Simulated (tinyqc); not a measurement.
From results back to parameters: Peierls distortion of a half-filled chain. Four cases, with inputs chosen for the exercise.

Problem. The gap 2D and the difference 4 u0 between long and short bonds are given; al and K are hidden. Equilibrium: 1 = (4 al^2/K) mean(sin^2 x/|E|).

Atoms move by +/- u, so bonds change by -/+ 2u and hoppings are t +/- 2 al u. Bands E = -/+ sqrt((2 t cos x)^2 + D^2 sin^2 x) with D = 4 al u, x = k a in (0, pi/2); the gap is 2D. Energy per atom at zero temperature: E(u) = -mean_x sqrt(...) + 2 K u^2; exactly, the mean is (4t/pi) E(1 - z^2), z = D/2t, E the complete elliptic integral of the second kind with parameter m. Coupling lambda = 2 al^2/(pi t K).

Find: al; mean(sin^2 x/|E|); K.

Method. gap = 8 al u0 = 2 al (4 u0) gives al; the mean follows from t and D, equal to (K(m) - E(m))/(pi t m) with m = 1 - z^2; then K = 4 al^2 mean.

Case 1.

Values chosen: t = 1.64 eV (hopping of the even chain).
gap = 0.71923 eV
4 u0 = 0.078177 angstrom

Solution.

al = 4.60 eV/angstrom
mean(sin^2 x/|E|) = 0.5080 1/eV
K = 43.0 eV/angstrom^2

Case 2.

Values chosen: t = 2.97 eV (hopping of the even chain).
gap = 1.01589 eV
4 u0 = 0.133670 angstrom

Solution.

al = 3.80 eV/angstrom
mean(sin^2 x/|E|) = 0.3064 1/eV
K = 17.7 eV/angstrom^2

Case 3.

Values chosen: t = 1.95 eV (hopping of the even chain).
gap = 2.35880 eV
4 u0 = 0.310368 angstrom

Solution.

al = 3.80 eV/angstrom
mean(sin^2 x/|E|) = 0.2735 1/eV
K = 15.8 eV/angstrom^2

Case 4.

Values chosen: t = 1.82 eV (hopping of the even chain).
gap = 1.14018 eV
4 u0 = 0.090491 angstrom

Solution.

al = 6.30 eV/angstrom
mean(sin^2 x/|E|) = 0.3981 1/eV
K = 63.2 eV/angstrom^2

Computed by tinyqc, one run a case: `OMP_NUM_THREADS=1 python tinyqc.py N N+1 out.jsonl` with N = 1651117, 1651207, 1651374, 1651404; one thread of a shared Intel(R) Xeon(R) Processor @ 2.30GHz, about 0.1 s a run at most.
